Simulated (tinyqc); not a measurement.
From results back to parameters: two-band k.p model of the Delta valleys near the X point under shear strain. Three cases, with inputs chosen for the exercise.

Problem. Under a shear strain exy (|eta| < 1) the valley on the [001] axis has ml(eta) = ml/(1 - eta^2), 1/m[110] = 1/mt + eta/Mp and 1/m[1-10] = 1/mt - eta/Mp with Mp > 0, eta = D exy/Delta, Delta = 2 c k0^2/ml, k0 = kx0 2 pi/a, c = hbar^2/2m0.

Constants: hbar^2/2m0 = 3.80998211 eV angstrom^2.

Case 1.

Values chosen (near those of Si; not measured data): a = 5.426 angstrom (lattice constant); ml = 0.928 m0 (longitudinal mass); kx0 = 0.147 2 pi/a (distance of the minimum from X); exy = -0.0036 (shear strain).

m[110], m[1-10], ml(eta) (m0): 0.23006837  0.16474104  0.96595099

Case 2.

Values chosen (near those of Si; not measured data): a = 5.435 angstrom (lattice constant); ml = 0.894 m0 (longitudinal mass); kx0 = 0.155 2 pi/a (distance of the minimum from X); exy = 0.0028 (shear strain).

m[110], m[1-10], ml(eta) (m0): 0.17433531  0.22122242  0.91327595

Case 3.

Values chosen (near those of Si; not measured data): a = 5.425 angstrom (lattice constant); ml = 0.931 m0 (longitudinal mass); kx0 = 0.149 2 pi/a (distance of the minimum from X); exy = 0.0046 (shear strain).

m[110], m[1-10], ml(eta) (m0): 0.15980675  0.24680875  0.99562601

Find: mt; eta; Mp; D.

Solution. The mean of the two inverse transverse masses is 1/mt; eta^2 = 1 - ml/ml(eta), with the sign of 1/m[110] - 1/m[1-10] = 2 eta/Mp, which then gives Mp; D = eta Delta/exy.

Case 1.

mt = 0.192 m0
eta = -0.1982
Mp = 0.230 m0
D = 13.1 eV

Case 2.

mt = 0.195 m0
eta = 0.1453
Mp = 0.239 m0
D = 14.2 eV

Case 3.

mt = 0.194 m0
eta = 0.2548
Mp = 0.231 m0
D = 13.5 eV

Computed by tinyqc, one run a case: `OMP_NUM_THREADS=1 python tinyqc.py N N+1 out.jsonl` with N = 1051511, 1051540, 1051568; one thread of a shared Intel(R) Xeon(R) Processor @ 2.30GHz, about 0.01 s a run at most.
